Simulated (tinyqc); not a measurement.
Inside a calculation. Model: avalanche multiplication and breakdown of a junction from ionisation integrals. Computed by tinyqc, a small Python program that keeps every step. Command: `OMP_NUM_THREADS=1 python tinyqc.py 3019823 3019824 out.jsonl impact walk`. One thread of a shared host (Intel(R) Xeon(R) Processor @ 2.30GHz), about 0.01 s of CPU time with the checks. Intermediate numbers are printed to about 5 digits and carried at full precision; extremes and crossings named in words are read from the listed rows.

Ionisation coefficients follow the local field. Position x runs through the depletion layer from the p side (x = 0), where electrons enter, to the n side (x = w), where holes enter. The built-in voltage is neglected.

Inputs (values chosen for the exercise, modelled on germanium):
```
quantity                                        value        unit
electron prefactor a_n                       1.61e+07        1/cm
electron field b_n                           1.54e+06        V/cm
hole prefactor a_p                           9.63e+06        1/cm
hole field b_p                                1.3e+06        V/cm
exponent c                                          1           -
permittivity eps                                   16           -
drift-layer mobility mu                          4100  cm^2/(V s)
doping N of the lightly doped side            7.5e+15      1/cm^3
bias as a fraction of the breakdown voltage      0.73           -
```

Junction: one-sided abrupt p+n.

Constants: e = 1.602176634e-19 C; eps_0 = 8.8541878128e-12 F/m.

## Breakdown

alpha_n = a_n exp(-(b_n/F)^c), alpha_p = a_p exp(-(b_p/F)^c). Field F = F_m (1 - s), w = eps eps_0 F_m/(e N), V = F_m w/2, with s = x/w (the peak lies at the p+ side). With Phi(x) = int_0^x (alpha_n - alpha_p) dx': 1 - 1/M_n = I_n = int_0^w alpha_n exp(-Phi) dx and M_p = M_n exp(-Phi(w)); trapezoid rule on 401 even points; breakdown at I_n = 1. Solve I_n(F_m) = 1.

critical field F_m = 0.23414 MV/cm

width at breakdown = 2.7604 micrometre

breakdown voltage = 32.315 V

## Coefficients at the critical field

The formulas are those given above.

alpha_n = 22403 1/cm

alpha_p = 37349 1/cm

ratio k = alpha_p/alpha_n = 1.6671

shorter ionisation length = 0.26774 micrometre

Holes ionise more readily at the peak field.

## Field and integrand below breakdown

Bias V = fraction times the breakdown voltage.

peak field = 0.20005 MV/cm

Every 50th point:
```
x (micrometre)  F (MV/cm)  alpha_n (1/cm)  alpha_p (1/cm)       Phi  I_n up to x
0.0000            0.20005      7.3034e+03      1.4500e+04   0.00000      0.00000
0.2948            0.17504      2.4317e+03      5.7303e+03  -0.15043      0.14378
0.5896            0.15003      5.6116e+02      1.6619e+03  -0.21137      0.19043
0.8844            0.12503      7.2035e+01      2.9376e+02  -0.22839      0.19970
1.1792            0.10002      3.3130e+00      2.1832e+01  -0.23103      0.20061
1.4740            0.07502      1.9559e-02      2.8680e-01  -0.23118      0.20064
1.7688            0.05001      6.8174e-07      4.9494e-05  -0.23118      0.20064
2.0636            0.02501      2.8867e-20      2.5438e-16  -0.23118      0.20064
2.3584            0.00000               0               0  -0.23118      0.20064
```

## Multiplication and noise

M_n = 1/(1 - I_n), M_p = M_n exp(-Phi(w)); McIntyre excess noise for the carrier with the larger M, F_x = k M + (1 - k)(2 - 1/M), with k = (smaller M - 1)/(larger M - 1).

M_n = 1.2510

M_p = 1.5764

effective k = 0.43548

excess noise factor = 1.4574

Injecting holes gives the larger gain and, at equal gain, the lower noise.

## On-resistance of the drift layer

R_on = w/(e mu N) with w the width at breakdown; figure of merit V_B^2/R_on; for a triangular field it equals eps eps_0 mu F_m^3/4.

specific on-resistance = 0.056029 milliohm cm^2

V_B^2/R_on = 18.638 MW/cm^2

eps eps_0 mu F_m^3/4 = 18.638 MW/cm^2

## Gain against bias and Miller's formula

Miller's exponent n is defined by 1 - 1/M = (V/V_B)^n for the larger M.

Gain:
```
V/V_B   V (V)  F_m (MV/cm)     M_n     M_p  Miller exponent n
0.50   16.157      0.16556   1.027   1.079             3.7636
0.60   19.389      0.18136   1.077   1.201             3.5025
0.70   22.620      0.19589   1.193   1.454             3.2649
0.80   25.852      0.20942   1.472   2.028             3.0439
0.90   29.083      0.22212   2.400   3.871             2.8366
0.95   30.699      0.22821   4.320   7.633             2.7376
0.98   31.669      0.23178  10.128  18.976             2.6797
0.99   31.992      0.23296  19.824  37.899             2.6607
```

The larger gain passes 2 between 0.700 and 0.800 of V_B and reaches 37.9 at 0.99. Miller's exponent runs from 2.7 to 3.8, so it is not a constant: a fit holds over a narrow range only. From the first row to the last the voltage grows by a factor 1.98 and the peak field by 1.41.

Checks made by the program: the hole form of the condition, int alpha_p exp(Phi(w) - Phi) dx = 1 (relative difference 8e-06).
